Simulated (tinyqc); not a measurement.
Worked calculation: strain, valley repopulation and piezoresistance in a many-valley conduction band. Computed by tinyqc, a small Python program that keeps every step. Command: `OMP_NUM_THREADS=1 python tinyqc.py 3030451 3030452 out.jsonl valleys walk`. One thread of a shared host (Intel(R) Xeon(R) Processor @ 2.30GHz), about 0.03 s of CPU time with the checks. Intermediate numbers are printed to about 7 digits and carried at full precision; extremes and crossings named in words are read from the listed rows.

Valleys are ellipsoids with mass m_l along the axis a and m_t across it, parabolic, with one constant relaxation time; strain shifts the valleys and leaves the masses alone. Currents are taken along [110], along the load, and along [001], across the load.

Inputs (values chosen for the exercise, modelled on silicon): longitudinal mass m_l = 0.922 m_0; transverse mass m_t = 0.19 m_0; shear deformation potential Xi_u = 9.33 eV; dilation deformation potential Xi_d = 1.1 eV; C11 = 165 GPa; C12 = 64.3 GPa; C44 = 78.9 GPa; stress X (tension positive) = 150 MPa; electron density n = 5.5e+16 1/cm^3; relaxation time tau = 330 fs; temperature T = 100 K.

Valley axes: <100> (6 valleys in 3 pairs). Load: uniaxial [110].

Constants: k_B = 8.617333262e-05 eV/K; m_0 = 9.1093837015e-31 kg; k_B = 1.380649e-23 J/K; hbar = 1.054571817e-34 J s; e = 1.602176634e-19 C.

## Strain

Compliances S11 = (C11 + C12)/((C11 - C12)(C11 + 2 C12)), S12 = -C12/((C11 - C12)(C11 + 2 C12)), S44 = 1/C44; stress sigma_ij = X n_i n_j for the unit vector n of the load; e_xx = S11 sigma_xx + S12 (sigma_yy + sigma_zz), e_xy = S44 sigma_xy/2 (tensor strain).

strain tensor (%), rows x, y, z:
$$\begin{pmatrix}
0.04185619 & 0.04752852 & 0.00000000 \\
0.04752852 & 0.04185619 & 0.00000000 \\
0.00000000 & 0.00000000 & -0.03262246
\end{pmatrix}$$

## Valley shifts

Herring-Vogt shift of a valley with unit axis a: dE = Xi_d tr(e) + Xi_u a.e.a.

shifts dE (meV): x 4.467172, y 4.467172, z -2.481686

splitting (highest minus lowest) = 6.948858 meV

Lowest: z; the splitting is 0.806 k_B T.

## Populations

Each of the 6 valleys holds n_v = N_v (2/sqrt(pi)) F_1/2((E_F - dE_v)/(k_B T)), N_v = 2 (m_d k_B T/(2 pi hbar^2))^(3/2), m_d = (m_l m_t^2)^(1/3); E_F solves sum n_v = n and is counted from the unstrained edge. F_j(eta) = int_0^infinity x^j/(1 + exp(x - eta)) dx, without a gamma-function factor. It is evaluated after integrating by parts. Integrals over x = E/(k_B T) use 160 Gauss-Legendre points in u = sqrt(x) from 0 to sqrt(max(eta, 0) + 32).

Fermi level E_F = -37.81945 meV

share of the electrons (per pair): x 0.2362611, y 0.2362611, z 0.5274777

## Mobility tensor and resistance change

Mobility tensor mu = e tau sum_v (n_v/n) [1/m_t + (1/m_l - 1/m_t) a a^T]; unstrained mu_0 = e tau (1/m_l + 2/m_t)/3; resistivity along d from the inverse tensor, rho_d = d.mu^-1.d/(n e), mobility along d = 1/(d.mu^-1.d); gauge pi_d = (rho_d/rho_0 - 1)/X.

mobility tensor (cm^2/(V s)), rows x, y, z:
$$\begin{pmatrix}
2481.793 & 0.000 & 0.000 \\
0.000 & 2481.793 & 0.000 \\
0.000 & 0.000 & 1775.511
\end{pmatrix}$$

unstrained mobility mu_0 = 2246.366 cm^2/(V s)

mobility along the first direction = 2481.793 cm^2/(V s)

mobility along the second direction = 1775.511 cm^2/(V s)

resistance change along the first direction = -9.486176 %

resistance change along the second direction = 26.51937 %

The mobility lies between e tau/m_l = 630 and e tau/m_t = 3050; the trace stays at 3 mu_0. Along the first direction the filled valleys present more of their light mass.

## Linear piezoresistance coefficients

With eta_0 the reduced Fermi level without strain, r = F_-1/2(eta_0)/(2 F_1/2(eta_0)) (1 for a classical gas) and c = r (Xi_u/k_B T) (m_l - m_t)/(2 m_l + m_t): pi11 = -(2/3) c (S11 - S12), pi12 = -pi11/2, pi44 = 0, with S11 - S12 = 1/(C11 - C12).

eta_0 = -4.561883

degeneracy factor r = 0.9963362

pi11 = -257.0124 1e-11/Pa

pi12 = 128.5062 1e-11/Pa

pi44 = 0 1e-11/Pa

The gas is classical, so the coefficients follow 1/T.

## Full result against the linear law

Linear theory: pi_l = (pi11 + pi12 + pi44)/2, pi_t = pi12 along [001].

Resistance changes (%); at 2000 MPa the strain is near or above 1 %, where band warping, left out here, matters:
```
X (MPa)  splitting (meV)  largest share  first direction     linear  second direction     linear
-2000           92.65144      0.4999946         21.94158   128.5062          -26.4636  -257.0124
-1000           46.32572      0.4988396         21.75644    64.2531          -26.3285  -128.5062
-400            18.53029      0.4723709         17.66248    25.7012          -23.0901   -51.4025
-150             6.94886      0.4085662          8.84056     9.6380          -13.9748   -19.2759
-50              2.31629      0.3616613          3.15491     3.2127           -5.7643    -6.4253
50               2.31629      0.3952307         -3.23332    -3.2127            7.1613     6.4253
150              6.94886      0.5274777         -9.48618    -9.6380           26.5194    19.2759
400             18.53029      0.8098935        -20.46184   -25.7012          105.9801    51.4025
1000            46.32572      0.9907318        -26.19266   -64.2531          244.5396   128.5062
2000            92.65144      0.9999567        -26.46294  -128.5062          256.7826   257.0124
```

Along the first direction the linear law holds within 10 % for 4 of the 10 stresses, at -150, -50.0, 50.0, 150 MPa. At the largest compression the full change is +21.9 % against the linear +128.5 %, at the largest tension -26.5 % against -128.5 %: once the splitting is comparable with k_B T (or E_F) the populations no longer follow it linearly, and the change must saturate when the upper valleys are empty.

Checks made by the program: trace of the tensor against 3 mu_0 (relative difference below 1e-10); linear coefficients against the full calculation at 0.01 MPa (relative difference 2e-05).
